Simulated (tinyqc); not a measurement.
# Energy and delay of logic against supply voltage: energy and delay against supply voltage

One expression serves below and above threshold: I(Vg) = Ik [ln(1 + exp((Vg - VT + dd V)/(al nf Vt)))]^al, with I_on = I(V) and I_off = I(0). Gate delay td = kd C V/I_on, clock period LD td. Per gate and cycle the switching energy is act C V^2 and the leakage energy I_off V LD td. No short-circuit current, no variation. Minima are sought above 0.09 V; below a few Vt gates no longer switch and the model has no meaning.

EDP = energy times td.

Parameters, values chosen for the exercise; values of the order met in logic technologies:
```
symbol  value  unit                               meaning
T         378     K                           temperature
VT       0.37     V  threshold voltage at zero drain bias
nf       1.17                                slope factor
dd       0.06         barrier lowering per volt of supply
Ik        0.5    uA            specific current of a gate
al       1.73                 exponent of the current law
C         1.2    fF            load capacitance of a gate
kd        0.7                                delay factor
LD         12                                 logic depth
act      0.01                             activity factor
```

Constants: q = 1.602176634e-19 C, kB = 1.380649e-23 J/K, Vt = kB T/q. Results are converted to the units shown.

Energy and delay against supply voltage:
```
V (V)  I_on (uA)  I_off (nA)  td (ps)  switching (aJ)  leakage (aJ)  energy (aJ)  EDP (fJ ps)
0.18    0.004293     0.04019  3.522e4          0.3888         3.057        3.446        121.4
0.29     0.07234     0.04777     3367           1.009        0.5598        1.569        5.283
0.41      0.7857     0.05767    438.3           2.017        0.1244        2.142       0.9388
0.52       2.988     0.06854    146.2           3.245       0.06253        3.307       0.4835
0.63       6.818     0.08146    77.62           4.763       0.04780        4.811       0.3734
0.75       12.57     0.09834    50.13           6.750       0.04437        6.794       0.3406
0.86       19.11      0.1169    37.81           8.875       0.04559        8.921       0.3373
0.97       26.77      0.1388    30.43           11.29       0.04919        11.34       0.3451
1.09       36.34      0.1676    25.19           14.26       0.05522        14.31       0.3606
1.2        46.18      0.1991    21.83           17.28       0.06258        17.34       0.3786
```

td falls from 35200 to 21.8 ps; the energy goes from 3.45 through a minimum of 1.57 (at V = 0.29 V among the rows listed) to 17.3 aJ and the EDP goes from 121 through a minimum of 0.337 (at V = 0.86 V among the rows listed) to 0.379 fJ ps. The exact minima lie at V = 0.300 V for the energy and 0.827 V for the EDP. Going from 1.2 V to the energy minimum saves a factor of 11.1 in energy and costs a factor of 126 in delay. Below the minimum the leakage energy rises faster than the switching energy falls, because the clock period grows so steeply.

Computed by the program tinyqc: `OMP_NUM_THREADS=1 python tinyqc.py 2082202 2082203 out.jsonl`, one thread of a shared Intel Xeon 2.30GHz, about 0.01 s for the whole run.
